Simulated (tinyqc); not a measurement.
Inside a calculation. Method: LCCD on RHF in the 6-311g basis, for H2, spin multiplicity 1. One step of it, computed by the program tinyqc.

Question. Iteration 6 (converged): orbitals. Diagonalise F' = X^T F X, C = X C', fill 1 alpha and 1 beta electrons from the bottom; D = 2 C_occ C_occ^T. Each column has its largest component positive (the first on a tie).

converged F (hartree), lower triangle:
```
,1H 1s,1H 2s,1H 3s,2H 1s,2H 2s,2H 3s
1H 1s,0.636250
1H 2s,-0.399754,-0.331106
1H 3s,-0.444538,-0.374190,-0.259972
2H 1s,-0.446746,-0.462179,-0.410397,0.636250
2H 2s,-0.462179,-0.460633,-0.394837,-0.399754,-0.331106
2H 3s,-0.410397,-0.394837,-0.281142,-0.444538,-0.374190,-0.259972
```

X:
```
,1,2,3,4,5,6
1H 1s,0.607374,-0.952776,-0.697803,0.599756,0.602436,0.155462
1H 2s,-2.039211,1.453943,0.986133,0.102738,0.332105,0.234370
1H 3s,2.856750,-0.832488,0.852284,-0.506985,0.108980,0.231403
2H 1s,-0.607374,-0.952776,0.697803,0.599756,-0.602436,0.155462
2H 2s,2.039211,1.453943,-0.986133,0.102738,-0.332105,0.234370
2H 3s,-2.856750,-0.832488,-0.852284,-0.506985,-0.108980,0.231403
```

Give: F' = X^T F X; orbital energies; coefficients C; D after iteration 6.

Answer.

F' = X^T F X (hartree), lower triangle:
```
,1,2,3,4,5,6
1,1.1945
2,0.0000,2.0336
3,-0.9381,0.0000,1.3162
4,0.0000,-0.9513,0.0000,0.8291
5,0.4101,0.0000,-0.7903,0.0000,0.8592
6,0.0000,-0.0111,0.0000,-0.1020,0.0000,-0.5512
```

orbital energies (hartree): MO1 -0.5621, MO2 0.1494, MO3 0.3157, MO4 0.6016, MO5 2.5577, MO6 2.6189

coefficients C:
```
,MO1,MO2,MO3,MO4,MO5,MO6
1H 1s,0.1758,0.0914,-0.0465,-0.0948,-1.1219,-1.0961
1H 2s,0.3034,0.0191,-0.7634,-1.5237,1.2266,1.7086
1H 3s,0.1444,1.8908,0.8666,2.0188,-0.4814,-1.1173
2H 1s,0.1758,-0.0914,-0.0465,0.0948,-1.1219,1.0961
2H 2s,0.3034,-0.0191,-0.7634,1.5237,1.2266,-1.7086
2H 3s,0.1444,-1.8908,0.8666,-2.0188,-0.4814,1.1173
```

D after iteration 6, lower triangle:
```
,1H 1s,1H 2s,1H 3s,2H 1s,2H 2s,2H 3s
1H 1s,0.0618
1H 2s,0.1067,0.1841
1H 3s,0.0508,0.0876,0.0417
2H 1s,0.0618,0.1067,0.0508,0.0618
2H 2s,0.1067,0.1841,0.0876,0.1067,0.1841
2H 3s,0.0508,0.0876,0.0417,0.0508,0.0876,0.0417
```
